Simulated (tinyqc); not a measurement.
AlGaN/GaN HEMT with access regions, lumped model: two steps of the calculation.

A polarisation-induced electron sheet under a Schottky gate, in series with two ungated access regions and contacts. Drift law v = mu E/(1 + mu E/vs) under the gate. Currents in mA/mm, resistances in ohm mm. No self-heating, no channel-length modulation; fits for polarisation, barrier and offset are chosen for the exercise.

Inputs (values chosen for the exercise); values close to those of AlGaN/GaN structures:

| symbol | value | unit | meaning |
|---|---|---|---|
| x | 0.32 |  | aluminium share of the barrier |
| d | 15 | nm | barrier thickness |
| eps_r | 9.3 |  | relative permittivity of barrier and channel |
| mu | 1600 | cm^2/(V s) | channel mobility |
| vs | 1.4e7 | cm/s | saturation velocity |
| Lg | 0.25 | um | gate length |
| Ls | 0.5 | um | source access length |
| Ld | 2 | um | drain access length |
| Rc | 0.52 | ohm mm | resistance of each contact |
| ft | 0 |  | share of the drain-access electrons removed by traps |
| Vg | -0.5 | V | gate voltage |
| Vd | 6 | V | drain voltage |
| Ec | 3.2 | MV/cm | critical field |
| te | 0.48 | um | depth over which the depleted charge spreads |
| tf | 200 | nm | insulator under the field plate |
| ei | 7 |  | relative permittivity of that insulator |

Constants: q = 1.602176634e-19 C, eps0 = 8.8541878128e-14 F/cm where lengths are in cm. Results are converted to the units shown.

Question 1. Drain current. Access resistance R(L, n) = L/(q mu n sqrt(1 - (I/(q n vs))^2)); Rs = Rc + R(Ls, n0), Rd = Rc + R(Ld, (1 - ft) n0). Vg' = Vg - I Rs, Vd' = Vd - I (Rs + Rd); with u = Vg' - VT, Vc = vs Lg/mu and w the smaller of Vd' and Vc [sqrt(1 + 2 u/Vc) - 1] (0 if negative), the channel gives (mu Cb/Lg)(u w - w^2/2)/(1 + w/Vc). I(new) is that channel current.

I after iteration 1 = 1611.2476 mA/mm
VT = -4.3466089 V
Cb = 0.54895964 uF/cm^2
n0 = 1.4892945e13 cm^-2

Wanted: Rs; Rd; Vg'; Vd'; channel current; I after iteration 2.

Answer 1.

Rs = 0.6695 ohm mm
Rd = 1.118 ohm mm
Vg' = -1.579 V
Vd' = 3.120 V
channel current = 1433 mA/mm
I after iteration 2 = 1433 mA/mm

Question 2. On-resistance and breakdown. sigma = (5e13 x + 1.6e13 x^2) cm^-2, phiB = 0.84 + 1.3 x, dEc = 0.7 (1.71 x + x^2) in volts, Cb = eps0 eps_r/d, VT = phiB - dEc - q sigma/Cb, access density n0 = -Cb VT/q. Ron = 2 Rc + Ls/(q mu n0) + Ld/(q mu (1 - ft) n0) + Lg/(mu Cb (Vg - VT)). Off state: a depleted stretch that holds the voltage V has the peak field sqrt(k V), k = 2 q n0/(eps0 eps_r te), so one edge holds V1 = Ec^2/k. The sheet under the plate pinches off at Vf = q n0 (1/Cb + tf/(eps0 ei)); beyond it the gate edge is screened. BV = V1 if Vf >= V1, else Vf + V1, and at most Ec Ld. Specific resistance Ron (Ls + Lg + Ld); figure of merit BV^2 over it.

Give: Ron; Vf; V1; BV; specific resistance; figure of merit.

Answer 2.

Ron = 1.769 ohm mm
Vf = 81.34 V
V1 = 84.81 V
BV = 166.2 V
specific resistance = 0.04864 mohm cm^2
figure of merit = 567.6 MW/cm^2

The plate raises BV by a factor of 1.96.

Numbers from tinyqc (`OMP_NUM_THREADS=1 python tinyqc.py 2570163 2570164 out.jsonl`; about 0.03 s on one thread of a shared Intel Xeon 2.30GHz).
